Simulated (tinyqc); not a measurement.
Bound state in one dimension: Numerov shooting, finite differences, DVR, step by step. Computed by tinyqc, a small Python program that keeps every step. Settings: points = 48. Command: `OMP_NUM_THREADS=1 python tinyqc.py 26030 26031 out.jsonl` (the two numbers bound the seeds that draw the settings). One thread of a shared host (Intel(R) Xeon(R) Processor @ 2.60GHz), about 0.01 s of CPU time with the checks.

## Numerov steps at E = 0.1

One particle of mass 1 in V = 1.17^2 x^2/2 + 0.29 x^4 (atomic units), psi = 0 at both ends:
```
parameter,value
left end,-4.500000
right end,4.500000
intervals,48
h,0.187500
state sought (nodes),2
```

k_i = 2 m (E - V_i); (1 + h^2 k_(i+1)/12) y_(i+1) = 2 (1 - 5 h^2 k_i/12) y_i - (1 + h^2 k_(i-1)/12) y_(i-1), from y_0 = 0, y_1 = 0.001.

Points along the way:
```
i,x,V,k,y
0,-4.500000,132.778237,-265.356475,0.000000
1,-4.312500,113.032283,-225.864566,0.001000
2,-4.125000,95.610478,-191.020956,0.019568
3,-3.937500,80.319270,-160.438540,0.279842
4,-3.750000,66.973711,-133.747422,3.068953
5,-3.562500,55.397453,-110.594906,26.649642
16,-1.500000,3.008138,-5.816275,1.19e+07
17,-1.312500,2.039660,-3.879320,1.95e+07
18,-1.125000,1.330781,-2.461562,2.98e+07
19,-0.937500,0.825585,-1.451171,4.26e+07
20,-0.750000,0.476761,-0.753522,5.75e+07
21,-0.562500,0.245597,-0.291194,7.40e+07
```

## Bisection on the node count

With more sign changes than the state has nodes (the last point included) the energy is too high, else too low; the bracket starts as 0.1 to 12.

Trials:
```
trial,E,sign changes,y at the right end,next
1,6.05000000,3,-3.33e+13,lower
2,3.07500000,2,1.11e+17,raise
3,4.56250000,3,-1.01e+16,lower
4,3.81875000,2,1.47e+16,raise
5,4.19062500,3,-4.87e+15,lower
6,4.00468750,2,2.61e+15,raise
7,4.09765625,3,-1.64e+15,lower
8,4.05117187,2,3.47e+14,raise
9,4.07441406,3,-6.80e+14,lower
10,4.06279297,3,-1.75e+14,lower
11,4.05698242,2,8.40e+13,raise
12,4.05988770,3,-4.59e+13,lower
13,4.05843506,2,1.89e+13,raise
14,4.05916138,3,-1.35e+13,lower
...,...,...,...,...
29,4.05885857,3,-5.94e+07,lower
30,4.05885856,2,4.36e+08,raise
31,4.05885857,2,1.88e+08,raise
```

eigenvalue = 4.05885857 hartree

## The same grid by other methods

Three-point finite differences and the sine-DVR kinetic matrix of Colbert and Miller on the same points.

Lowest levels (hartree):
```
state,finite differences,DVR
0,0.693514,0.696073
1,2.230261,2.246186
2,4.010084,4.059591
3,5.952057,6.062259
4,8.015841,8.219910
```
